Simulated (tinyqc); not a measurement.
Changing the junction spring k_b: phonon transmission through an interface between two chains by Green functions. Computed by tinyqc, a small Python program. Command: `OMP_NUM_THREADS=1 python tinyqc.py 3019421 3019422 out.jsonl agf sweep`. One thread of a shared host (Intel(R) Xeon(R) Processor @ 2.30GHz), about 0.04 s of CPU time with the checks.

Two semi-infinite chains (masses m_1, m_2; springs k_1, k_2), motion along the chain. The central region holds the end atom of each chain and two interlayer atoms of mass m_b, joined by springs k_b. lambda = omega^2 in eV/(angstrom^2 u); nu = 15.6333042 THz x sqrt(lambda).

Inputs (values chosen for the exercise, for two model chains): mass m_1 = 57.3 u; spring k_1 = 5.34 eV/angstrom^2; mass m_2 = 146 u; spring k_2 = 3.36 eV/angstrom^2; interlayer mass m_b = 166 u; probe frequency / lower band top = 0.59; temperature T = 200 K.

Atoms in the interlayer: two.

Constants: nu for 1 eV/(angstrom^2 u) = 15.6333042 THz; h x 1 THz = 4.135667696 meV; k_B = 8.617333262e-05 eV/K; k_B = 1.380649e-23 J/K; h = 6.62607015e-34 J s.

Method:
- nu_max = 15.6333042 THz x 2 sqrt(k/m); impedance Z = sqrt(k m); long-wave transmission 4 Z_1 Z_2/(Z_1 + Z_2)^2; the probe frequency is the given share of the lower band top.
- In chain i, sin(q_i a/2) = nu/nu_max,i. An outgoing wave makes the next atom move as exp(i q_i a) times the end atom, so the lead adds the self-energy Sigma_i = -k_i exp(i q_i a) to the force-constant matrix; Gamma_i = -2 Im Sigma_i = 2 k_i sin(q_i a).
- A = lambda M - K - Sigma over the central atoms, with K_ii the sum of the springs at i, K_(i,i+1) = -k_b; G = inverse of A; transmission = Gamma_1 Gamma_2 |G_(first,last)|^2.
- Landauer conductance G = k_B int tau(nu) x^2 e^x/(e^x - 1)^2 d nu, x = h nu/(k_B T), from 0 to the lower band top (240 Gauss-Legendre points in s from 0 to 1, nu = nu_top sin(pi s/2)); tau is the transmission, and its thermal mean is G over the value for tau = 1 in the same window; the quantum is g_0 = pi^2 k_B^2 T/(3 h).

One run for each value; columns: (1) junction spring k_b (eV/angstrom^2); (2) conductance G (pW/K); (3) thermal mean of the transmission; (4) transmission; (5) long-wave transmission:
```
(1)       (2)      (3)         (4)      (5)
0.47   13.910  0.22003  9.3015e-06  0.98620
0.89   23.509  0.37187  1.3106e-03  0.98620
1.70   37.140  0.58748  7.6188e-01  0.98620
3.20   52.481  0.83014  9.2693e-01  0.98620
6.00   53.085  0.83970  8.4928e-01  0.98620
11.00  43.737  0.69183  5.1654e-01  0.98620
21.00  29.753  0.47063  3.1415e-01  0.98620
```

Over the rows, conductance G (pW/K) goes from 13.9 through a maximum among these rows, 53.1 at 6.00, to 29.8; thermal mean of the transmission goes from 0.220 through a maximum among these rows, 0.840 at 6.00, to 0.471; transmission goes from 9.30e-6 through a maximum among these rows, 0.927 at 3.20, to 0.314. The exponent of long-wave transmission stays at 0: long waves do not see the junction. G is largest among these rows at k_b = 6.0, against k_1 = 5.34 and k_2 = 3.36; weak bonds reflect all but the longest waves and those near resonances of the interlayer. Left out: 0.0710, 0.130, 0.250 (the run failed its checks).

Extremes, crossings and ranges named in words are read from the listed rows.
